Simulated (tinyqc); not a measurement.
## Capacitances from a Coulomb diamond

Problem. A single-electron transistor has the bias V on its left lead and the right lead at 0 V. Its diamonds repeat every q/Cg in gate voltage, close at |V| = q/Cs with Cs = CL + CR + Cg, and have edges of slope dV/dVg = -Cg/CL and Cg/(Cs - CL). Find Cg, Cs, CL and CR.

Constants: q = 1.602176634e-19 C. Results are converted to the units shown.

gate period = 43.302071 mV
bias at the tip of the diamond = 10.471743 mV
slope dV/dVg of the rising edge = 0.33333333

Answer. The period gives Cg, the tip Cs, and the rising edge Cs - CL = CR + Cg.

Cg = 3.700 aF
Cs = 15.30 aF
CL = 4.200 aF
CR = 7.400 aF

Numbers from tinyqc (`OMP_NUM_THREADS=1 python tinyqc.py 2780009 2780010 out.jsonl`; about 0.01 s on one thread of a shared Intel Xeon 2.30GHz).
